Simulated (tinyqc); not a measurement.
# Changing the HF added

Model: speciation in dilute and buffered hydrofluoric acid, oxide etch rate and bath loading. Computed by tinyqc, a small Python program. Command: `OMP_NUM_THREADS=1 python tinyqc.py 3120571 3120572 out.jsonl hfetch sweep`. One thread of a shared host (Intel(R) Xeon(R) Processor @ 2.30GHz), about 0.01 s of CPU time with the checks.

Concentrations stand for activities, NH4+ and Cl- are spectators, and water ionisation is neglected. H, F and HF2 denote the ions H+, F- and HF2-. The base temperature is 298 K.

Inputs (values chosen for the exercise, of the order of those for thermal oxide at room temperature):
```
quantity,value,unit
NH4F added,2,mol/L
HCl added,0,mol/L
K1 = [H][F]/[HF],0.00072,mol/L
K2 = [HF2]/([HF][F]),4.1,L/mol
K3 = [H2F2]/[HF]^2,0,L/mol
rate constant of neutral HF k_a,12,nm L/(min mol)
rate constant of HF2 k_b,46,nm L/(min mol)
activation energy,0.4,eV
temperature error,1.9,K
oxide removed per wafer,32,nm
```

Constants: k_B = 8.617333262e-05 eV/K.

Method:
- Fluoride balance: [HF] + [F] + 2 [HF2] + 2 [H2F2] = HF added + NH4F added. Acid balance: [H] + [HF] + [HF2] + 2 [H2F2] = HF added + HCl added. For a trial [H], [HF] = [H][F]/K1, and the fluoride balance is a quadratic in [F].
- The root is refined to 1e-13 in pH = -log10 [H].
- Rate = k_a ([HF] + 2 [H2F2]) + k_b [HF2], an empirical two-term form.
- Time = oxide/rate; a temperature error changes the rate by exp((E_a/k_B)(1/298 - 1/(298 + error))) - 1.

One run for each value:
```
HF added (mol/L),etch rate (nm/min),pH,share of HF2 in the rate (%),[HF2] (mol/L)
0.005,2.1148e-01,6.7067,96.910,4.4553e-03
0.012,5.0742e-01,6.3239,96.901,1.0689e-02
0.028,1.1833e+00,5.9500,96.879,2.4921e-02
0.067,2.8275e+00,5.5566,96.825,5.9517e-02
0.16,6.7286e+00,5.1433,96.690,1.4143e-01
0.37,1.5422e+01,4.6953,96.345,3.2300e-01
0.89,3.6013e+01,4.0805,95.175,7.4511e-01
2.1,7.4582e+01,3.0710,89.599,1.4527e+00
5,1.2336e+02,1.8144,69.693,1.8690e+00
```

Describe and explain the trends.

Over the rows, etch rate (nm/min) rises from 0.211 to 123 (exponent d ln y / d ln x 1.00 between the first rows and 0.58 between the last); pH falls from 6.71 to 1.81; share of HF2 in the rate (%) falls from 96.9 to 69.7. At the low end the exponent of etch rate is 1.00, close to 1: the rate follows the acid added.

Caution (all rows): at ionic strengths above about 0.5 mol/L activities differ much from concentrations, so pH and rates are only indicative.
